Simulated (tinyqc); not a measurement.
Inverter chain driving a load.

N inverters, each f = Hc^(1/N) times larger than the one before: delay tau N (f + pp). Switched capacitance in units of the first input, with output capacitance pp times the input: Hc + (1 + pp)(Hc - 1)/(f - 1).

Values chosen for this exercise:
- Hc = 140 (load over the input capacitance of the chain)
- pp = 1 (parasitic delay of an inverter)
- tau = 4.4 ps (delay unit)

Inverter chain driving a load:
```
N      f  delay (ps)  switched capacitance
1  140.0       620.4                 142.0
2  11.83       112.9                 165.7
3  5.192       81.74                 206.3
4  3.440       78.14                 253.9
5  2.687       81.11                 304.8
6  2.279       86.56                 357.4
7  2.026       93.19                 411.0
8  1.855       100.5                 465.3
```

What does the comparison show?

The delay goes from 620 through a minimum of 78.1 (at N = 4 among the rows listed) to 100 ps. The best stage effort solves pp + rho (1 - ln rho) = 0, rho = 3.59, which gives N = ln Hc/ln rho = 3.87. One stage fewer than the best costs 4.6 % in delay and saves 19 % of the switched capacitance.

tinyqc, about 0.01 s, one thread, Intel Xeon 2.30GHz (shared host): `OMP_NUM_THREADS=1 python tinyqc.py 2082165 2082166 out.jsonl`
